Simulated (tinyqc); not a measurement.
# Field from the level spacing

Question. In a triangular well E_k = a_k (C F^2/mz1)^(1/3), a_1 = 2.338107, a_2 = 4.087949, C = hbar^2/(2 m0), F in eV/nm (1 MV/cm = 0.1 eV/nm). Find F, E_1, the mean distance 2 E_1/(3 F) of the lowest level and the sheet charge eps0 eps_r F/q behind such a field.

Inputs (values chosen for the exercise):

| symbol | value | unit | meaning |
|---|---|---|---|
| eps_r | 11.8 |  | relative permittivity |
| mz1 | 0.931 | m0 | mass along z of valley set A (2 valley(s)) |

Constants: q = 1.602176634e-19 C, hbar = 1.054571817e-34 J s, m0 = 9.1093837015e-31 kg, eps0 = 8.8541878128e-14 F/cm where lengths are in cm, hbar^2/(2 m0) = 0.0380998212 eV nm^2. Results are converted to the units shown.

spacing of the two lowest levels = 126.42630 meV

Answer. The spacing over a_2 - a_1 is the energy scale (C F^2/mz1)^(1/3), which gives F.

F = 0.9600 MV/cm
E_1 = 168.9 meV
mean distance = 1.173 nm
sheet charge over q = 6.260e12 cm^-2

Numbers from tinyqc (`OMP_NUM_THREADS=1 python tinyqc.py 2160086 2160087 out.jsonl`; about 0.5 s on one thread of a shared Intel Xeon 2.30GHz).
